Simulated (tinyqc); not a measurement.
Voltage: WKB tunnelling through a gate dielectric with a two-band (Franz) dispersion.

At depth x the conduction edge lies u(x) = phi - V x/t above the electron. Parabolic: kappa = sqrt(m u/c). Franz: kappa = sqrt(m u (1 - u/Eg)/c), which vanishes at both band edges. c = hbar^2/2m0. T = exp(-2 integral of kappa dx) over the region u > 0; no image force, no prefactor, zero transverse momentum. The region ends at x_e = min(t, phi t/V); x_e < t is the Fowler-Nordheim regime.

Constants: hbar^2/2m0 = 3.80998211 eV angstrom^2.

Values chosen for the exercise (of the size used for hBN on silicon; the results hold for these values, not for the real material): Eg = 6.03 eV (gap of the dielectric); phi = 1.91 eV (barrier above the electron energy at the emitter); m = 0.48 m0 (mass at the conduction edge); t = 19 angstrom (thickness).

The same layer at other voltages.

Exponents 2 I and transmission:
```
V (V)      shape  x_e (angstrom)  2 I parabolic  2 I Franz   T Franz
0.25   trapezoid           19.00         18.017     15.113  2.73e-07
0.50   trapezoid           19.00         17.361     14.767  3.86e-07
1.00   trapezoid           19.00         15.930     13.892  9.27e-07
2.00    triangle           18.14         11.868     10.667  2.33e-05
3.00    triangle           12.10          7.912      7.111  0.000816
4.00    triangle            9.07          5.934      5.333   0.00483
5.00    triangle            7.26          4.747      4.267    0.0140
6.00    triangle            6.05          3.956      3.556    0.0286
```

Give the missing row, V (V) = 1.50.

Computed row:
```
V (V)      shape  x_e (angstrom)  2 I parabolic  2 I Franz   T Franz
1.50   trapezoid           19.00         14.250     12.681  3.11e-06
```

While the barrier is a trapezoid T rises by a factor 11.4 from 0.25 to 1.5 V. Beyond V = phi = 1.91 V the path shortens and the exponent falls as 1/V: from 4 to 6 V it goes from 5.33 to 3.56, the ratio 0.667 = 4/6. The last row means 31.6 MV/cm; rows above about 9 MV/cm are past breakdown.

Program tinyqc; command `OMP_NUM_THREADS=1 python tinyqc.py 1452781 1452782 out.jsonl`; about 0.01 s on one thread of a shared Intel(R) Xeon(R) Processor @ 2.30GHz.
